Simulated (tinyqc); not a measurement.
Spin coating of a resist or spin-on film: centrifugal thinning, evaporation and the final thickness (Emslie and Meyerhofer models): one step, computed by the program tinyqc. Command: `OMP_NUM_THREADS=1 python tinyqc.py 3111437 3111438 out.jsonl spincoat walk`. One thread of a shared host (Intel(R) Xeon(R) Processor @ 2.30GHz), about 0.1 s of CPU time with the checks.

A Newtonian film stays uniform over the wafer; solvent and solids have the same density and the concentration is uniform through the thickness.

Task: First explicit step of the full model. omega = 2 pi f/60; nu(c) = nu_s + k c^gamma; evaporation rate e = e0 sqrt(f/1000 rpm). Solids s and liquid l per area start at s = c0 h0, l = (1 - c0) h0. With h = h0 and c = c0: Q = K h^3, K = 2 omega^2/(3 nu); one Euler step of length dt = 0.01 h0/Q for s and l, ds/dt = -c Q, dl/dt = -(1 - c) Q - e.

Inputs (values chosen for the exercise, of the order of those of a polymer resist in an ester solvent): solids volume fraction c0 = 0.11; starting thickness h0 = 400 micrometre.

flow constant K = 0.05552307 1/(micrometre^2 s)

evaporation rate e = 0.3801316 micrometre/s

Give: Q; dt; s; l; Q/e at the start.

Result:

Q = 3.553e+06 micrometre/s

dt = 1.126e-06 s

s = 43.56 micrometre

l = 352.4 micrometre

Q/e at the start = 9.348e+06
